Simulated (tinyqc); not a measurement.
ROHF in the 6-311g basis, for H2-, spin multiplicity 2, step by step. The basis has no diffuse functions, so it cannot describe the extra electron: this is an exercise in the method, not the real anion. One step of it, computed by the program tinyqc.

Problem. Iteration 9 (converged): orbitals. Diagonalise F' = X^T F X, C = X C', fill 2 alpha and 1 beta electrons from the bottom; D(s) = C_occ C_occ^T. Each column has its largest component positive (the first on a tie).

converged F (hartree), order 1H 1s, 1H 2s, 1H 3s, 2H 1s, 2H 2s, 2H 3s:
```
[[1.046964, -0.092560, -0.286310, -0.145532, -0.196039, -0.212233],
 [-0.092560, 0.073301, -0.100212, -0.196039, -0.164962, -0.150352],
 [-0.286310, -0.100212, 0.002084, -0.212233, -0.150352, -0.069211],
 [-0.145532, -0.196039, -0.212233, 1.046964, -0.092560, -0.286310],
 [-0.196039, -0.164962, -0.150352, -0.092560, 0.073301, -0.100211],
 [-0.212233, -0.150352, -0.069211, -0.286310, -0.100211, 0.002084]]
```

X, order 1H 1s, 1H 2s, 1H 3s, 2H 1s, 2H 2s, 2H 3s:
```
[[0.721863, -0.882557, -0.712773, 0.666473, 0.461493, 0.157270],
 [-1.822755, 1.508845, 0.629184, 0.095924, 0.346367, 0.242465],
 [2.112567, -0.886652, 0.786423, -0.500158, 0.141159, 0.256068],
 [-0.721863, -0.882557, 0.712773, 0.666473, -0.461493, 0.157270],
 [1.822755, 1.508845, -0.629184, 0.095924, -0.346367, 0.242465],
 [-2.112567, -0.886652, -0.786423, -0.500158, -0.141159, 0.256068]]
```

Give: F' = X^T F X; orbital energies; coefficients C; D(alpha) after iteration 9; D(beta) after iteration 9.

Solution.

F' = X^T F X (hartree):
```
[[1.694, 0.000, -1.045, 0.000, 0.302, 0.000],
 [0.000, 2.199, 0.000, -1.108, 0.000, -0.022],
 [-1.045, 0.000, 1.568, 0.000, -0.658, 0.000],
 [0.000, -1.108, 0.000, 1.405, 0.000, 0.057],
 [0.302, 0.000, -0.658, 0.000, 0.625, 0.000],
 [0.000, -0.022, 0.000, 0.057, 0.000, -0.162]]
```

orbital energies (hartree): [-0.164, 0.230, 0.626, 0.775, 2.881, 2.980]

coefficients C, order 1H 1s, 1H 2s, 1H 3s, 2H 1s, 2H 2s, 2H 3s:
```
[[0.138, 0.128, 0.043, -0.078, -1.104, -1.108],
 [0.221, 0.169, 0.958, -1.180, 1.555, 1.174],
 [0.288, 1.103, -0.908, 1.739, -0.927, -0.441],
 [0.138, -0.128, 0.043, 0.078, 1.104, -1.108],
 [0.221, -0.169, 0.958, 1.180, -1.555, 1.174],
 [0.288, -1.103, -0.908, -1.739, 0.927, -0.441]]
```

D(alpha) after iteration 9, order 1H 1s, 1H 2s, 1H 3s, 2H 1s, 2H 2s, 2H 3s:
```
[[0.035, 0.052, 0.180, 0.003, 0.009, -0.101],
 [0.052, 0.077, 0.250, 0.009, 0.020, -0.123],
 [0.180, 0.250, 1.300, -0.101, -0.123, -1.134],
 [0.003, 0.009, -0.101, 0.035, 0.052, 0.180],
 [0.009, 0.020, -0.123, 0.052, 0.077, 0.250],
 [-0.101, -0.123, -1.134, 0.180, 0.250, 1.300]]
```

D(beta) after iteration 9, order 1H 1s, 1H 2s, 1H 3s, 2H 1s, 2H 2s, 2H 3s:
```
[[0.019, 0.030, 0.040, 0.019, 0.030, 0.040],
 [0.030, 0.049, 0.064, 0.030, 0.049, 0.064],
 [0.040, 0.064, 0.083, 0.040, 0.064, 0.083],
 [0.019, 0.030, 0.040, 0.019, 0.030, 0.040],
 [0.030, 0.049, 0.064, 0.030, 0.049, 0.064],
 [0.040, 0.064, 0.083, 0.040, 0.064, 0.083]]
```
